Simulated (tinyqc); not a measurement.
# From quasi-Fermi splitting under G back to trap density N_t

Model: carrier lifetime from Shockley-Read-Hall, radiative, Auger and surface recombination. Computed by tinyqc, a small Python program. Command: `OMP_NUM_THREADS=1 python tinyqc.py 3008042 3008043 out.jsonl lifetime inv`. One thread of a shared host (Intel(R) Xeon(R) Processor @ 2.30GHz), about 0.02 s of CPU time with the checks.

Energies are counted from the top of the valence band. Boltzmann statistics, full ionisation, and equal excess densities of electrons and holes.

Inputs (values chosen for the exercise, with bands modelled on germanium):
```
quantity                          value        unit
gap E_g                           0.677          eV
electron mass m_e                 0.224         m_0
valleys M_c                           4           -
hole mass m_h                     0.331         m_0
temperature T                       300           K
doping N                        4.2e+16       cm^-3
trap level E_t                    0.345          eV
electron cross-section sigma_n  4.6e-15        cm^2
hole cross-section sigma_p      2.2e-15        cm^2
radiative coefficient B         6.4e-15      cm^3/s
Auger coefficient C_n             3e-30      cm^6/s
Auger coefficient C_p           5.2e-32      cm^6/s
generation rate G               2.7e+18  cm^-3 s^-1
```

Doping: p-type. Surface term: none.

Constants: m_0 = 9.1093837015e-31 kg; k_B = 1.380649e-23 J/K; h = 6.62607015e-34 J s; k_B = 8.617333262e-05 eV/K.

Method:
- N_c = 2 M_c (2 pi m_e k_B T/h^2)^(3/2) and N_v = 2 (2 pi m_h k_B T/h^2)^(3/2), masses in units of m_0.
- n_i = sqrt(N_c N_v) exp(-E_g/2 k_B T); majority density N/2 + sqrt(N^2/4 + n_i^2), minority density n_i^2 over it.
- v = sqrt(3 k_B T/m) with m_e or m_h; tau_n0 = 1/(sigma_n v_n N_t), tau_p0 = 1/(sigma_p v_p N_t); n1 = N_c exp(-(E_g - E_t)/k_B T), p1 = N_v exp(-E_t/k_B T).
- With n = n_0 + dn, p = p_0 + dn and U/dn = 1/tau: (n p - n_i^2)/dn = n_0 + p_0 + dn = s; 1/tau_SRH = s/[tau_p0 (n + n1) + tau_n0 (p + p1)]; 1/tau_rad = B s; 1/tau_Aug = (C_n n + C_p p) s; the rates add.
- dn solves dn/tau_eff(dn) = G (60 bisections in ln dn between 1e-2 and 1e22 cm^-3); the splitting of the quasi-Fermi levels is k_B T ln(n p/n_i^2).

Question. A run gave the result below. Find the trap density N_t, known to lie between 6.5e+12 and 1.4e+13 cm^-3.

quasi-Fermi splitting under G = 0.1651665 eV

Answer.

Each step takes the trial c = (a f_b - b f_a)/(f_b - f_a), f being the result less the target and a, b, c the logarithms of the listed values; c replaces end b, the old b replaces a if the sign of f changed, and otherwise f_a is halved.

Scan of the range:
```
trap density N_t (cm^-3)  quasi-Fermi splitting under G (eV)
6.50e+12                                            0.169935
7.39e+12                                            0.166623
8.39e+12                                            0.163348
9.54e+12                                            0.160034
1.08e+13                                            0.156834
1.23e+13                                            0.153481
1.40e+13                                            0.150144
```

False position (Illinois rule, in the logarithm of the input) inside the bracket:
```
step        end a        end b        trial  quasi-Fermi splitting under G (eV)
1     7.39000e+12  8.39000e+12  7.81901e+12                            0.165166
2     7.39000e+12  7.81901e+12  7.81896e+12                            0.165167
3     7.81901e+12  7.81896e+12  7.81899e+12                            0.165166
```

quasi-Fermi splitting under G falls at every point of a 13-point scan of the range (every second point is shown), so one value fits; it is bracketed by 7.39e12 and 8.39e12. Answer: trap density N_t = 7.819e12 cm^-3.
